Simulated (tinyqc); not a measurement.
# Surface potential of a MOS transistor: implicit equation and explicit approximations: effects of single changes

p-type body, charge-sheet picture, depletion and inversion only, full ionisation (an idealisation for deep acceptors), Boltzmann statistics (rough once Na exp(x - xn) passes about Nc/7). In units of Vt: xg = (Vg - Vfb)/Vt, x = psi/Vt, G = gamma/sqrt(Vt), xn = (2 phiF + Vc)/Vt. The implicit equation is (xg - x)^2 = G^2 [x - 1 + exp(x - xn)] for x above about 3. Cox = eps0 eox/tox.

Parameters, values chosen for the exercise; band and dielectric values close to those of silicon:
- T = 350 K (temperature)
- Eg = 1.11 eV (band gap)
- eps_r = 11.6 (relative permittivity)
- Nc = 3.53e19 cm^-3 (conduction-band density of states at T)
- Nv = 3.29e19 cm^-3 (valence-band density of states at T)
- eox = 3.9 (relative permittivity of the gate insulator (close to silicon dioxide))
- tox = 18 nm (insulator thickness)
- Na = 1.3e16 cm^-3 (acceptor density)
- Vfb = -0.74 V (flat-band voltage)
- Vc = 1 V (channel-body voltage)
- Vg = 1.9 V (gate-body voltage)

Constants: q = 1.602176634e-19 C, kB = 1.380649e-23 J/K, Vt = kB T/q, eps0 = 8.8541878128e-14 F/cm where lengths are in cm. Results are converted to the units shown.

Each table varies one quantity; the others keep the values above.

## Accuracy of the approximations against gate voltage

ni = sqrt(Nc Nv) exp(-Eg/(2 Vt)), Eg in volts; phiF = Vt ln(Na/ni); gamma = sqrt(2 q eps0 eps_r Na)/Cox; VT = Vfb + Vt (xn + G sqrt(xn - 1)). Depletion value a = 1 + [sqrt(G^2/4 + xg - 1) - G/2]^2; inversion value b = xn + ln[(xg - xn)^2/G^2 - xn + 1] and first guess y = min(a, b) - ln(1 + exp(-|a - b|)) if a > xn + 1, else b = y = a; one second-order correction with D = exp(y - xn), p = 2 (xg - y) + G^2 (1 + D), w = (xg - y)^2 - G^2 (y - 1 + D): z = y + 2 w/(p + sqrt(p^2 - 2 (2 - G^2 D) w)), or the Newton step z = y + w/p where the root is not real. N_inv = (Cox Vt G/q) [sqrt(x - 1 + exp(x - xn)) - sqrt(x - 1)] at the root. Lambert form (Cox m Vt/q) W0[(G/(2 m sqrt(xn - 1))) exp((Vg - VT)/(m Vt))], m = 1 + G/(2 sqrt(xn - 1)). Errors under 1e-4 mV, and the linear form below VT, are printed as 0.

Result of one run:

| Vg (V) | psi (V) | x - xn | error of y (mV) | error of z (mV) | N_inv (cm^-2) | Cox (Vg - VT)/q (cm^-2) | Lambert form (cm^-2) |
|---|---|---|---|---|---|---|---|
| 1.73 | 1.7684 | 4.4160 | 17.0 | -1.57 | 3.0186e11 | 4.8237e11 | 3.1186e11 |

What becomes of these results when the gate-body voltage Vg is changed from 1.73 to 1.53 V, all else the same?

Result of the changed run:

| Vg (V) | psi (V) | x - xn | error of y (mV) | error of z (mV) | N_inv (cm^-2) | Cox (Vg - VT)/q (cm^-2) | Lambert form (cm^-2) |
|---|---|---|---|---|---|---|---|
| 1.53 | 1.7331 | 3.2479 | 21.9 | -4.02 | 1.1005e11 | 2.4290e11 | 1.1372e11 |

The whole series:

| Vg (V) | psi (V) | x - xn | error of y (mV) | error of z (mV) | N_inv (cm^-2) | Cox (Vg - VT)/q (cm^-2) | Lambert form (cm^-2) |
|---|---|---|---|---|---|---|---|
| 0.93 | 1.2877 | -11.523 | 0 | 0 | 54376 | 0 | 44285 |
| 1.13 | 1.4620 | -5.7421 | 0.0121 | 0 | 1.6505e7 | 0 | 1.5290e7 |
| 1.33 | 1.6342 | -0.031002 | 3.45 | -8.43e-4 | 4.6914e9 | 3.4211e9 | 4.7093e9 |
| 1.53 | 1.7331 | 3.2479 | 21.9 | -4.02 | 1.1005e11 | 2.4290e11 | 1.1372e11 |
| 1.73 | 1.7684 | 4.4160 | 17.0 | -1.57 | 3.0186e11 | 4.8237e11 | 3.1186e11 |
| 1.93 | 1.7888 | 5.0946 | 13.1 | -0.605 | 5.1367e11 | 7.2185e11 | 5.2963e11 |
| 2.13 | 1.8035 | 5.5819 | 10.9 | -0.321 | 7.3329e11 | 9.6132e11 | 7.5460e11 |
| 2.33 | 1.8151 | 5.9660 | 9.48 | -0.199 | 9.5712e11 | 1.2008e12 | 9.8323e11 |
| 2.53 | 1.8247 | 6.2846 | 8.42 | -0.136 | 1.1836e12 | 1.4403e12 | 1.2141e12 |

psi rises from 1.29 to 1.82 V and ends 6.3 Vt above 2 phiF + Vc. Among the rows the first guess is off by at most 22 mV (at Vg = 1.53 V) and the corrected value by at most 4.0 mV. In the last row the linear form is 22 % above N_inv and the Lambert form 2.6 % above it; in the first row the Lambert form is 19 % below it. For Vg = 2.33, 2.53 the electron quasi-Fermi level lies less than 2 Vt below the band edge at the surface, or above it, where degeneracy and confinement, left out, matter.

## Effect of the channel-body voltage at fixed gate voltage

Same model as above.

Results:

| Vc (V) | psi (V) | x - xn | error of y (mV) | error of z (mV) | N_inv (cm^-2) | Cox (Vg - VT)/q (cm^-2) | Lambert form (cm^-2) |
|---|---|---|---|---|---|---|---|
| 0 | 0.84024 | 6.7990 | 6.87 | -0.0701 | 1.7875e12 | 2.0830e12 | 1.8430e12 |
| 0.2 | 1.0329 | 6.5559 | 7.51 | -0.0936 | 1.5155e12 | 1.7947e12 | 1.5615e12 |
| 0.6 | 1.4145 | 5.9465 | 9.44 | -0.196 | 9.8699e11 | 1.2339e12 | 1.0170e12 |
| 0.8 | 1.6023 | 5.5412 | 11.0 | -0.329 | 7.3061e11 | 9.5870e11 | 7.5312e11 |
| 1 | 1.7862 | 5.0084 | 13.6 | -0.679 | 4.8126e11 | 6.8593e11 | 4.9637e11 |
| 1.2 | 1.9620 | 4.2053 | 18.6 | -2.29 | 2.4436e11 | 4.1517e11 | 2.5208e11 |
| 1.4 | 2.1089 | 2.4443 | 14.7 | -0.495 | 4.7302e10 | 1.4611e11 | 4.8510e10 |

Estimate the missing row, Vc = 0.4 V.

Computed row:

| Vc (V) | psi (V) | x - xn | error of y (mV) | error of z (mV) | N_inv (cm^-2) | Cox (Vg - VT)/q (cm^-2) | Lambert form (cm^-2) |
|---|---|---|---|---|---|---|---|
| 0.4 | 1.2245 | 6.2764 | 8.34 | -0.131 | 1.2487e12 | 1.5123e12 | 1.2865e12 |

With this row back in the table: As Vc goes from 0 to 1.4, psi rises from 0.840 to 2.11 V, x - xn falls from 6.80 to 2.44 and N_inv falls from 1.79e12 to 4.73e10 cm^-2. The Lambert form stays at 1.03 times N_inv. For Vc = 0, 0.2, 0.4, 0.6 the electron quasi-Fermi level lies less than 2 Vt below the band edge at the surface, or above it, where degeneracy and confinement, left out, matter.

Numbers from tinyqc (`OMP_NUM_THREADS=1 python tinyqc.py 2122199 2122200 out.jsonl`; about 0.01 s on one thread of a shared Intel Xeon 2.30GHz).
